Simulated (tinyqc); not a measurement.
Worked calculation: smearing for a one-band metal on the simple cubic lattice. Values are carried at full precision from step to step, so a last printed digit may differ when a step is redone from the rounded ones.

Lattice vectors (units of a): a1 = (1, 0, 0), a2 = (0, 1, 0), a3 = (0, 0, 1). E(k) = -t A_1(k) - t2 A_2(k), A_m the sum of cos(k . R) over the 6 nearest and 12 second lattice vectors. Mesh k = sum (j_i/N) b_i, j_i = 0 .. N-1.

Values chosen for the exercise:

| symbol | value | unit | meaning |
|---|---|---|---|
| t | 0.5 | eV | nearest hopping |
| t2 | -0.09 | eV | second hopping |
| N | 6 |  | unshifted mesh |
| ne | 0.73 |  | electrons per cell |
| sigma | 0.15 | eV | width |

## Levels on the mesh

Evaluate the band and collect equal energies with their counts.

Distinct levels:

| E_k (eV) | points |
|---|---|
| -1.9200 | 1 |
| -1.7800 | 6 |
| -1.5500 | 12 |
| -1.5000 | 6 |
| -1.3600 | 3 |
| -1.2300 | 8 |
| -1.0900 | 24 |
| -0.8600 | 12 |
| -0.5900 | 24 |
| -0.2700 | 24 |
| 0.1400 | 12 |
| 0.4100 | 24 |
| 0.6400 | 3 |
| 0.9100 | 24 |
| 1.5000 | 6 |
| 1.7700 | 8 |
| 2.4500 | 12 |
| 3.2200 | 6 |
| 4.0800 | 1 |

19 distinct levels; the mean spacing is 0.333 eV.

## Fermi level with Methfessel-Paxton (first order) smearing

With x = (E_k - mu)/sigma: Methfessel-Paxton (first order) f = erfc(x)/2 - x exp(-x^2)/(2 sqrt(pi)), s = (1 - 2 x^2) exp(-x^2)/(4 sqrt(pi)). With weights w = points/N^d (d the dimension), mu solves 2 sum w f = ne; E = 2 sum w f E_k, S = 2 sum w s, F = E - sigma S.

Weights w = points/total. Bisection from the lowest and highest level; ten steps are shown.

Bisection:

| step | low (eV) | high (eV) | mu (eV) | electrons |
|---|---|---|---|---|
| 1 | -1.9200 | 4.0800 | 1.0800 | 1.7020 |
| 2 | -1.9200 | 1.0800 | -0.4200 | 0.8909 |
| 3 | -1.9200 | -0.4200 | -1.1700 | 0.3448 |
| 4 | -1.1700 | -0.4200 | -0.7950 | 0.6426 |
| 5 | -0.7950 | -0.4200 | -0.6075 | 0.7574 |
| 6 | -0.7950 | -0.6075 | -0.7013 | 0.6760 |
| 7 | -0.7013 | -0.6075 | -0.6544 | 0.7082 |
| 8 | -0.6544 | -0.6075 | -0.6309 | 0.7311 |
| 9 | -0.6544 | -0.6309 | -0.6427 | 0.7191 |
| 10 | -0.6427 | -0.6309 | -0.6368 | 0.7250 |

## Occupations and energies

Converge mu, then list x, f and s of each level and form the sums.

mu = -0.6320 eV

x, f and s of each level:

| E_k (eV) | x | f | s |
|---|---|---|---|
| -1.9200 | -8.59 | 1.0000 | 0.0000 |
| -1.7800 | -7.65 | 1.0000 | 0.0000 |
| -1.5500 | -6.12 | 1.0000 | 0.0000 |
| -1.5000 | -5.79 | 1.0000 | 0.0000 |
| -1.3600 | -4.85 | 1.0000 | 0.0000 |
| -1.2300 | -3.99 | 1.0000 | 0.0000 |
| -1.0900 | -3.05 | 1.0001 | -0.0002 |
| -0.8600 | -1.52 | 1.0267 | -0.0507 |
| -0.5900 | 0.28 | 0.2733 | 0.1100 |
| -0.2700 | 2.41 | -0.0017 | -0.0044 |
| 0.1400 | 5.15 | 0.0000 | 0.0000 |
| 0.4100 | 6.95 | 0.0000 | 0.0000 |
| 0.6400 | 8.48 | 0.0000 | 0.0000 |
| 0.9100 | 10.28 | 0.0000 | 0.0000 |
| 1.5000 | 14.21 | 0.0000 | 0.0000 |
| 1.7700 | 16.01 | 0.0000 | 0.0000 |
| 2.4500 | 20.55 | 0.0000 | 0.0000 |
| 3.2200 | 25.68 | 0.0000 | 0.0000 |
| 4.0800 | 31.41 | 0.0000 | 0.0000 |

E = -0.8772 eV
S = 0.0178
F = -0.8799 eV
(E + F)/2 = -0.8785 eV

Levels with f between 0.001 and 0.999: 1. f leaves the range 0 to 1: it runs from -0.0017 to 1.0267. For this scheme F itself has no term in sigma^2, so F is the estimate of the energy at zero width. That argument needs a smooth density of states, and the number of distinct levels within 2 sigma of mu is only 2, so it may fail on this mesh.

## Checks

- The slope dF/d sigma by finite differences against -S: both -0.017785.
- The slope dF/d ne by finite differences against mu (eV): both -0.63195.

tinyqc: `OMP_NUM_THREADS=1 python tinyqc.py 1682181 1682182 out.jsonl`; about 0.3 s, one thread, shared Intel(R) Xeon(R) Processor @ 2.30GHz.
